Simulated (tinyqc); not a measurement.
Worked calculation: composition and strain of an epitaxial Si(1-x)Ge(x) layer from Raman and X-ray peaks. Computed by tinyqc, a small Python program that keeps every step. Command: `OMP_NUM_THREADS=1 python tinyqc.py 3015084 3015085 out.jsonl epiraman walk`. One thread of a shared host (Intel(R) Xeon(R) Processor @ 2.30GHz), about 0.01 s of CPU time with the checks. Intermediate numbers are printed to about 7 digits and carried at full precision; extremes and crossings named in words are read from the listed rows.

A (001) layer, biaxially strained in the plane. The Raman peaks follow empirical lines omega = w0 + c1 x + c3 x^3 + b eps (c3 for Si-Ge alone), with eps the in-plane strain.

Inputs (values chosen for the exercise, modelled on silicon-germanium):

| quantity | value | unit |
|---|---|---|
| Ge fraction x | 0.3 | - |
| degree of relaxation R | 0.7 | - |
| lattice constant of Si | 5.431 | angstrom |
| lattice constant of Ge | 5.658 | angstrom |
| bowing B | 0.025 | angstrom |
| 2 C12/C11 of Si | 0.769 | - |
| 2 C12/C11 of Ge | 0.755 | - |
| Si-Si: w0 | 521.1 | 1/cm |
| Si-Si: c1 | -63.6 | 1/cm |
| Si-Si: strain coefficient b | -730 | 1/cm |
| Si-Ge: w0 | 400.3 | 1/cm |
| Si-Ge: c1 | 23.8 | 1/cm |
| Si-Ge: c3 | -31.1 | 1/cm |
| Si-Ge: strain coefficient b | -539 | 1/cm |
| Ge-Ge: w0 | 280.2 | 1/cm |
| Ge-Ge: c1 | 19.8 | 1/cm |
| Ge-Ge: strain coefficient b | -472 | 1/cm |
| uncertainty of a Raman peak | 0.2 | 1/cm |
| X-ray wavelength | 1.540598 | angstrom |

Substrate: silicon. Pair of peaks used: Si-Ge and Ge-Ge.

## Lattice constants and strain

Relaxed lattice constant a(x) = a_Si + (a_Ge - a_Si) x - B x (1 - x). In-plane constant a_par = a_sub + R (a(x) - a_sub); eps = a_par/a(x) - 1; eps_perp = -(2 C12/C11) eps with 2 C12/C11 linear in x; a_perp = a(x) (1 + eps_perp).

relaxed constant a(x) = 5.49385 angstrom

substrate constant a_sub = 5.431 angstrom

a_par = 5.474995 angstrom

in-plane strain eps = -3.432019 per mille

strain along the normal = 2.624808 per mille

a_perp = 5.508270 angstrom

The layer is under compression in the plane and is stretched along the normal.

## Raman peaks

Insert x and eps in the three lines; the strain part is b eps.

Si-Si peak = 504.5254 1/cm

Si-Ge peak = 408.4502 1/cm

Ge-Ge peak = 287.7599 1/cm

strain parts (1/cm): Si-Si 2.505374, Si-Ge 1.849858, Ge-Ge 1.619913

Read as unstrained, the Si-Si peak would give x = 0.261 in place of 0.3.

## X-ray (004) reflection

Bragg angle theta = arcsin(2 lambda/a) for (004), for the substrate with a_sub and the layer with a_perp; separation in arc seconds.

theta of the substrate = 34.56459 degree

theta of the layer = 34.01268 degree

separation, layer less substrate = -1986.887 arcsec

## Back from two peaks to composition and strain

Unknowns x and eps (per mille). Newton steps: J d = (measured - model), J = [d omega/dx, d omega/d eps] for the two peaks; start at x = 0.5, eps = 0; stop when |d| < 1e-9. The peaks are rounded to 0.001 per cm; R = (a(x)(1 + eps) - a_sub)/(a(x) - a_sub).

peaks used (1/cm): Si-Ge 408.45, Ge-Ge 287.76

Iterations:

| step | x | eps (per mille) | residual 1 (1/cm) | residual 2 (1/cm) |
|---|---|---|---|---|
| 0 | 0.5000000 | 0.000000 | 1.375000e-01 | -2.34 |
| 1 | 0.3730704 | -0.366960 | 6.879846e-01 | 0.00 |
| 2 | 0.3147480 | -2.813536 | 1.122280e-01 | 0.00 |
| 3 | 0.3008127 | -3.398111 | 5.618526e-03 | 0.00 |
| 4 | 0.3000381 | -3.430606 | 1.682660e-05 | 0.00 |
| 5 | 0.3000357 | -3.430704 | 1.523972e-10 | 0.00 |

recovered x = 0.3000357

recovered eps = -3.430704 per mille

recovered R = 0.7

## Which pair of peaks is best

For each pair invert J = [d omega/dx, d omega/d eps] at the true x. Independent errors of the given size in both peaks give sigma_x and sigma_eps = uncertainty x (norm of the rows of the inverse of J).

Error propagation:

| pair | det J | sigma_x | sigma_eps (per mille) |
|---|---|---|---|
| Si-Si and Si-Ge | 45.52459 | 0.003986529 | 0.2874869 |
| Si-Si and Ge-Ge | 44.4732 | 0.003909325 | 0.2995548 |
| Si-Ge and Ge-Ge | 3.401984 | 0.04211972 | 1.474769 |

The pair Si-Si and Ge-Ge fixes x best (sigma_x = 0.0039) and Si-Ge and Ge-Ge worst (0.042), a factor 11. Strain moves all peaks the same way, so a good pair needs different ratios of composition slope to strain coefficient, best of opposite sign; the slopes here are -63.6, 15.4 and 19.8 per cm for Si-Si, Si-Ge and Ge-Ge. Errors in the coefficients themselves are not counted.

## Relaxation at fixed composition

(004) Bragg angle theta = arcsin(2 lambda/a), with a = a_perp for the layer and a_sub for the substrate; separation = layer less substrate. The apparent x is the one that a fully strained layer (R = 0) would need to give the same a_perp.

Signatures:

| R | eps (per mille) | Si-Si (1/cm) | Ge-Ge (1/cm) | a_perp (angstrom) | (004) separation (arcsec) | apparent x if R = 0 is assumed |
|---|---|---|---|---|---|---|
| 0.00 | -11.44006 | 510.3712 | 291.5397 | 5.541918 | -2830.830 | 0.3000000 |
| 0.15 | -9.72406 | 509.1186 | 290.7298 | 5.534708 | -2651.043 | 0.2810908 |
| 0.30 | -8.00805 | 507.8659 | 289.9198 | 5.527497 | -2470.682 | 0.2621041 |
| 0.50 | -5.72003 | 506.1956 | 288.8399 | 5.517884 | -2229.302 | 0.2366661 |
| 0.70 | -3.43202 | 504.5254 | 287.7599 | 5.508270 | -1986.887 | 0.2110860 |
| 0.85 | -1.71601 | 503.2727 | 286.9500 | 5.501060 | -1804.394 | 0.1918062 |
| 1.00 | 0.00000 | 502.0200 | 286.1400 | 5.493850 | -1621.311 | 0.1724439 |

Full relaxation moves the Si-Si peak by -8.35 per cm and shrinks the X-ray separation to 57 % of its strained value, about 1/(1 + 2 C12/C11). A symmetric reflection alone cannot part x from R: a relaxed layer read as strained gives x = 0.172 in place of 0.3. An asymmetric reflection or a second peak is needed.

Checks made by the program: recovered composition (relative difference 1e-04).
